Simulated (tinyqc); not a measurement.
Inside a calculation. Model: off-state leakage of single and stacked transistors.

tinyqc, about 0.03 s, one thread, Intel Xeon 2.30GHz (shared host): `OMP_NUM_THREADS=1 python tinyqc.py 2242215 2242216 out.jsonl` Printed values are rounded.

n-channel devices of unit width. Subthreshold current I(Vg, Vs, Vd) = I0 (T/300 K)^0.5 exp[(Vg - Vs - VT(T) - gb (Vs - Vb) + dd (Vd - Vs))/(nf Vt)] (1 - exp(-(Vd - Vs)/Vt)), VT(T) = VT - cT (T - 300 K). Gate-edge tunnelling Ig (Vd/1 V) exp(ag (Vd - 1 V)), for a gate at 0 V, and band-to-band leakage Ab u exp(-Bb/u), u = Vd - Vb + 1 V, flow at a drain held at V; both are taken as independent of T. In a stack of off transistors (all gates at 0 V) the same subthreshold current passes through each.

Parameters, values chosen for the exercise; values of the order met in bulk silicon logic transistors: temperature T = 358 K; supply voltage V = 0.9 V; threshold at 300 K, zero drain and body bias VT = 0.25 V; fall of the threshold with temperature cT = 0.5 mV/K; current at threshold at 300 K I0 = 0.11 uA/um; slope factor nf = 1.24; drain-induced lowering per volt dd = 0.04; rise of the threshold per volt of source-body bias gb = 0.14; gate-edge tunnelling current at 1 V Ig = 1e-5 uA/um; exponential slope of the gate current ag = 5 1/V; prefactor of band-to-band leakage at the drain Ab = 1 uA/(um V); its exponential voltage Bb = 23 V; body voltage Vb = -0.3 V.

Constants: q = 1.602176634e-19 C, kB = 1.380649e-23 J/K, Vt = kB T/q. Results are converted to the units shown.

## Leakage of one transistor

Vg = Vs = 0, Vd = V; effective threshold VT(T) - gb Vb - dd V.

effective threshold = 0.227 V
parts (nA/um): subthreshold 0.318175, gate edge 0.00545878, band-to-band 0.0633974
total = 0.387031 nA/um
shares (%): subthreshold 82.2091, gate edge 1.41042, band-to-band 16.3804

The subthreshold part is the largest.

## Starting value

Vx = dd V/(1 + gb + 2 dd), the solution for Vx well above Vt, rounded to three decimals.

Vx at the start = 0.03 V

## Iteration 1: new Vx

Stack of two, Vx the node between them: I_low = I(0, 0, Vx), I_up = I(0, Vx, V), f = ln(I_up/I_low), f' = -(1 + gb + 2 dd)/(nf Vt) - 1/(Vt (exp(Vx/Vt) - 1)) - 1/(Vt (exp((V - Vx)/Vt) - 1)), Vx(new) = Vx - f/f'.

I_low = 0.0796647 nA/um
I_up = 0.126117 nA/um
f = 0.459383
f' = -51.6043 1/V
Vx after iteration 1 = 0.0389020 V

## Iteration 2: new Vx

As before.

I_low = 0.0926665 nA/um
I_up = 0.0958336 nA/um
f = 0.0336060
f' = -44.7095 1/V
Vx after iteration 2 = 0.0396537 V

## Course of the iteration

Stop when the step is below 1e-11 V, or after 40 iterations.

Course of the iteration:
```
iteration  Vx before the step (V)  step (V)
1                            0.03   8.90e-3
2                       0.0389020   7.52e-4
3                       0.0396537   3.65e-6
4                       0.0396573  8.33e-11
5                       0.0396573         0
```

Converged in 5 iterations. The subthreshold current of the stack is 0.09363 nA/um, 3.40 times less than that of one transistor (the drain leakage is unchanged); the estimate exp[dd V (1 + gb + dd)/((1 + gb + 2 dd) nf Vt)] gives 2.48.
